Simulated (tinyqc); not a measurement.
Capacitance measurement on a leaky thin oxide: effects of series resistance and leakage: one step of the calculation.

The device is a capacitance C in parallel with a leakage conductance G, in series with Rs and Ls. An impedance meter reports either a parallel pair (Cp, Gp) from Y = 1/Z = Gp + i w Cp or a series pair (Cs, Rm) from Z = Rm + 1/(i w Cs); w = 2 pi f, dissipation D = Gp/(w |Cp|).

Task. True capacitance and conductance. EOT = 3.9 tox/eox; CET = EOT + zc + zp; C = 3.9 eps0 A/CET; G = Jg A/Vs.

Inputs (values chosen for the exercise); values of the order met in thin-oxide MOS capacitors: relative permittivity of the gate insulator (close to aluminium oxide) eox = 9.02; insulator thickness tox = 2.2 nm; gate area A = 10000 um^2; oxide-equivalent thickness added by the accumulation layer zc = 0.58 nm; oxide-equivalent thickness added by gate depletion zp = 0 nm; gate leakage current density, not matched to the thickness Jg = 0.0012 A/cm^2; voltage for an e-fold rise of the leakage Vs = 0.21 V.

Constants: eps0 = 8.8541878128e-14 F/cm where lengths are in cm. Results are converted to the units shown.

Wanted: EOT; CET; C; G.

Result.

EOT = 0.95122 nm
CET = 1.5312 nm
C = 225.52 pF
G = 0.57143 uS

tinyqc, about 0.01 s, one thread, Intel Xeon 2.30GHz (shared host): `OMP_NUM_THREADS=1 python tinyqc.py 2022101 2022102 out.jsonl`
